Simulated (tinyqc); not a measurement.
## Ten-year voltage from two stress tests

Question. Lifetimes follow tau = t0 exp(B/Vd). Ten years are 3.15576e8 s. Find B, t0 and the drain voltage for ten years.

lifetimes at Vd = 3.2 and 3.6 V (s): [67000, 935.999147]

Answer. ln(tau) is linear in 1/Vd.

B = 123 V
t0 = 1.36e-12 s
ten-year voltage = 2.62 V

tinyqc, about 0.01 s, one thread, Intel Xeon 2.30GHz (shared host): `OMP_NUM_THREADS=1 python tinyqc.py 2550170 2550171 out.jsonl`
